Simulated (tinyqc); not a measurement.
From results back to parameters: Lorentz oscillators and the Kramers-Kronig relations. Four cases, with inputs chosen for the exercise.

Problem. Below the gap a single undamped oscillator gives n^2 - 1 = Eo Ed/(Eo^2 - E^2) (Wemple-DiDomenico). Two refractive indices were computed from hidden Eo and Ed.

Case 1.

Values chosen: Ea = 0.87 eV; Eb = 2.22 eV.
n(Ea) = 2.226485
n(Eb) = 3.127108

Case 2.

Values chosen: Ea = 1.03 eV; Eb = 2.19 eV.
n(Ea) = 1.605806
n(Eb) = 1.623157

Case 3.

Values chosen: Ea = 1.01 eV; Eb = 1.87 eV.
n(Ea) = 3.476987
n(Eb) = 3.915408

Case 4.

Values chosen (out of a larger set: line positions loosely like those of Ge; Lorentz tails absorb below the gap, where the real solid is clear; not measured data): Ea = 0.91 eV; Eb = 1.92 eV.

n(Ea) = 3.682125
n(Eb) = 4.275399

Find: Eo; Ed; n at E = 0.
Solution. 1/(n^2 - 1) = Eo/Ed - E^2/(Eo Ed) is a straight line in E^2: slope -1/(Eo Ed), intercept Eo/Ed.

Case 1.

Eo = 2.89 eV
Ed = 10.4 eV
n at E = 0 = 2.144

Case 2.

Eo = 10.49 eV
Ed = 16.4 eV
n at E = 0 = 1.601

Case 3.

Eo = 3.46 eV
Ed = 35.1 eV
n at E = 0 = 3.338

Case 4.

Eo = 3.36 eV
Ed = 39.1 eV
n at E = 0 = 3.555

Computed by tinyqc, one run a case: `OMP_NUM_THREADS=1 python tinyqc.py N N+1 out.jsonl` with N = 1681889, 1681905, 1681984, 1682032; one thread of a shared Intel(R) Xeon(R) Processor @ 2.30GHz, about 0.2 s a run at most.
